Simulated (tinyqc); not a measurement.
Sheet resistance of a shallow doped layer with concentration-dependent mobility and limited activation: one step, computed by the program tinyqc. Command: `OMP_NUM_THREADS=1 python tinyqc.py 3016230 3016231 out.jsonl irvin walk`. One thread of a shared host (Intel(R) Xeon(R) Processor @ 2.30GHz), about 0.02 s of CPU time with the checks.

A layer of one dopant lies in a background of the opposite type. Current flows parallel to the surface down to the junction; depletion is ignored.

Question. Active limit and depths. C(x) = C_s erfc(x/l). Temperatures in kelvin are T(C) + 273.15. Active limit C_a = prefactor x exp(-energy/(k_B T)); the junction lies where C = C_B, and the profile exceeds C_a down to x_a (zero if C_s is below C_a). Slope at the junction in nm per decade = ln(10) C/|dC/dx|.

Inputs (values chosen for the exercise, modelled on boron in silicon):
```
quantity                         value    unit
surface concentration C_s      4.4e+19  1/cm^3
length l                            13      nm
background C_B                 1.3e+17  1/cm^3
prefactor of the active limit  1.1e+23  1/cm^3
energy of the active limit       0.739      eV
anneal temperature T              1150       C
```

Profile: erfc.

Constants: k_B = 8.617333262e-05 eV/K.

Give: active limit C_a; junction depth x_j; depth x_a; abruptness at the junction.

Answer.

active limit C_a = 2.657e+20 1/cm^3

junction depth x_j = 27.32 nm

depth x_a = 0 nm

abruptness at the junction = 6.498 nm/decade
